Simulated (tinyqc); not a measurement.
Anisotropic wet etching of Si(100): plane rates, V-grooves, membranes and undercut. From depth z back to bath temperature T. Computed by tinyqc, a small Python program. Command: `OMP_NUM_THREADS=1 python tinyqc.py 3021329 3021330 out.jsonl wetetch inv`. One thread of a shared host (Intel(R) Xeon(R) Processor @ 2.30GHz), about 0.02 s of CPU time with the checks.

A long slot opens the mask on a (100) wafer. The floor etches at R100; (111) walls stand at theta = arctan(sqrt2) = 54.7356 degrees to the surface and recede at R111 along their normal.

Inputs (values chosen for the exercise, close to those used for potassium hydroxide solutions):

| quantity | value | unit |
|---|---|---|
| prefactor k0 of the (100) rate | 3.7e+08 | um/min |
| activation energy of (100), E | 0.592 | eV |
| ratio (100)/(111) at 80 C | 93 | - |
| extra energy of (111), dE | 0.068 | eV |
| ratio (100)/oxide at 80 C | 200 | - |
| extra energy of the oxide, dE_ox | 0.26 | eV |
| width w (mask opening along <110>, or membrane width in the design step) | 110 | um |
| misalignment of the mask | 1 | degrees |
| etch time t | 130 | min |

Constants: k_B = 8.617333262e-05 eV/K.

Method:
- R100 = k0 exp(-E/(k_B T)); a ratio given at 80 C scales as exp[(extra energy/k_B)(1/T - 1/353.15 K)]; R111 and R_ox follow by division.
- Temperatures in kelvin are T(C) + 273.15.
- A misaligned edge exposes ledges and adds R100 sin(misalignment) to the lateral rate (a simple estimate): u = R111/sin(theta) + R100 sin(misalignment). Top width W = w + 2 u t; floor width b = W - 2 z/tan(theta) = W - sqrt2 z. The floor lasts until b = 0, at t_V = w/(sqrt2 R100 - 2u); depth z = R100 t before t_V and W/sqrt2 after.

Task: A run gave the result below. Find the bath temperature T, known to lie between 40 and 79 C.

depth z = 36.6907 um

Result:

Each step takes the trial c = (a f_b - b f_a)/(f_b - f_a), f being the result less the target and a, b, c the logarithms of the listed values; c replaces end b, the old b replaces a if the sign of f changed, and otherwise f_a is halved.

Scan of the range:

| bath temperature T (C) | depth z (um) |
|---|---|
| 40.0 | 14.2760 |
| 44.8 | 19.8811 |
| 50.2 | 28.5201 |
| 56.2 | 41.9996 |
| 63.0 | 64.0469 |
| 70.5 | 82.0027 |
| 79.0 | 84.7822 |

False position (Illinois rule, in the logarithm of the input) inside the bracket:

| step | end a | end b | trial | depth z (um) |
|---|---|---|---|---|
| 1 | 50.2000 | 56.2000 | 53.7557 | 35.9346 |
| 2 | 56.2000 | 53.7557 | 54.0546 | 36.6309 |
| 3 | 56.2000 | 54.0546 | 54.1010 | 36.7400 |
| 4 | 54.0546 | 54.1010 | 54.0800 | 36.6907 |
| 5 | 54.1010 | 54.0800 | 54.0800 | 36.6907 |
| 6 | 54.1010 | 54.0800 | 54.0800 | 36.6907 |
| 7 | 54.0800 | 54.0800 | 54.0800 | 36.6907 |

Depth z rises at every point of a 13-point scan of the range (every second point is shown), so one value fits; it is bracketed by 50.2 and 56.2. Answer: bath temperature T = 54.08 C.
